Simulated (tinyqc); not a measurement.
Inside a calculation. Model: finite-size error of a charged defect in a periodic cell: Madelung and Makov-Payne terms. Computed by tinyqc, a small Python program that keeps every step. Command: `OMP_NUM_THREADS=1 python tinyqc.py 3015270 3015271 out.jsonl imagecharge walk`. One thread of a shared host (Intel(R) Xeon(R) Processor @ 2.30GHz), about 0.02 s of CPU time with the checks. Intermediate numbers are printed to about 7 digits and carried at full precision; extremes and crossings named in words are read from the listed rows.

L is the cube root of the cell volume. The defect charge is a Gaussian, rho(r) = q (2 pi sigma^2)^(-3/2) exp(-r^2/2 sigma^2), repeated periodically in a uniform neutralising background and screened by a continuum. The model cell energy is E(L) = E_0 + [periodic - isolated electrostatic energy].

Inputs (values chosen for the exercise, for a model host): charge q = 2 e; cell length L = 9.16 angstrom; dielectric constant eps = 13.1; width sigma of the defect charge = 1.8 angstrom; formation energy of the isolated defect E_0 = 1.481 eV.

Supercell lattice: bcc. Screening: isotropic.

scatter added to the six cells, standing for numerical noise (meV): [-0.56, 0.032, -1.6, 0.63, -0.64, 0.85]

Constants: e^2/(4 pi eps_0) = 14.39964548 eV angstrom.

## The cell

Cell vectors: (-1,1,1), (1,-1,1), (1,1,-1), scaled to volume L^3.

cell vectors (rows) (angstrom):
$$\begin{pmatrix}
-5.770438 & 5.770438 & 5.770438 \\
5.770438 & -5.770438 & 5.770438 \\
5.770438 & 5.770438 & -5.770438
\end{pmatrix}$$

nearest image = 9.994693 angstrom

## Madelung energy

Ewald sum for a unit point charge: scale each Cartesian component of the cell by 1/sqrt(eps_i), giving R', G' and V'; E = [ (1/2) sum erfc(eta R')/R' + (2 pi/V') sum exp(-G'^2/4 eta^2)/G'^2 - eta/sqrt(pi) - pi/(2 V' eta^2) ] e^2/(4 pi eps_0) / sqrt(eps_x eps_y eps_z), over n_i = -6..6, omitting n = (0,0,0), eta = 2/V'^(1/3). alpha = -2 E eps_g L/(e^2/(4 pi eps_0)), eps_g = (eps_x eps_y eps_z)^(1/3).

terms for a unit charge (eV): real space 0.0009967, reciprocal 0.0082251, self -0.1354067, background -0.0471243

Madelung constant alpha = 2.888462

point-charge correction -q^2 E = 0.6932368 eV

## Energy of the smeared charge in the cell

Periodic energy of the Gaussian: (2 pi q^2/V) sum_(G != 0) exp(-sigma^2 G^2)/(G.eps.G) x e^2/(4 pi eps_0), n_i = -k..k with k = max(9, L/sigma rounded up). Isolated energy: q^2/(2 sqrt(pi) sigma) <1/(n.eps.n)> e^2/(4 pi eps_0), the mean over directions n, here 1/eps.

periodic energy = 0.1121349 eV

isolated energy = 0.6890695 eV

finite-size error = -0.5769346 eV

E(L) = 0.9040654 eV

## Makov-Payne correction

Second radial moment Q = q <r^2> = 3 q sigma^2; E(corrected) = E(L) + q^2 alpha e^2/(4 pi eps_0)/(2 eps L) - 2 pi q Q e^2/(4 pi eps_0)/(3 eps L^3). Errors left are the corrected energies less E_0.

Q = 19.44 e angstrom^2

third-order term = -0.1164606 eV

error left after the first term = 0.1163022 eV

error left after both terms = -1.584275e-04 eV

third-order over first-order term, in size = 0.1679954

The point-charge term alone overcorrects by 0.116 eV, 17 % of itself; both terms leave -1.6e-4 eV, from the overlap of the Gaussian tails.

## A series of cells

Cells of the same shape with L scaled by 0.7, 0.85, 1, 1.25, 1.5 and 2; the scatter is added to E(L). The point-charge correction scales as 1/L from its value at the input L.

Scaling data:
```
L (angstrom)  1/L (1/angstrom)  E(L) (eV)  E(L) + point-charge correction (eV)
6.412                0.1559576   0.812107                             1.802445
7.786                0.1284357   0.853188                             1.668761
9.160                0.1091703   0.902465                             1.595702
11.450               0.0873362   0.986667                             1.541257
13.740               0.0727802   1.052709                             1.514867
18.320               0.0545852   1.149789                             1.496408
```

## Ways to reach the isolated limit

Least-squares fits of E(L) to a + b/L, a + c/L^3 or a + b/L + c/L^3; the estimate is a, and errors are against E_0.

Estimates of E_0:
```
way                              estimate (eV)  error (meV)
largest cell, uncorrected             1.149789    -331.2108
largest cell, point-charge term       1.496408      15.4076
1/L fit, three smallest               1.105338    -375.6624
1/L fit, all six                      1.298319    -182.6809
1/L^3 fit, all six                    1.075644    -405.3563
1/L and 1/L^3, three smallest         1.374413    -106.5868
1/L and 1/L^3, all six                1.469495     -11.5053
corrected data, 1/L^3 fit             1.484313       3.3127
```

coefficient b of the full fit = -6.119801 eV angstrom

Best here: corrected data, 1/L^3 fit (+3.3 meV); worst: 1/L^3 fit, all six (-405 meV). The fitted b is 96.4 % of the Madelung value -q^2 alpha e^2/(8 pi eps_0 eps_g), so such a fit also measures the screening. In the smallest cell the nearest image is under four widths away: the clouds overlap, which no power of 1/L describes. A pure 1/L fit lands below E_0, because the positive 1/L^3 term flattens the small-cell points.

Checks made by the program: the same sum with another eta (relative difference below 1e-10); both terms against the exact model when the clouds do not overlap (relative difference below 1e-10).
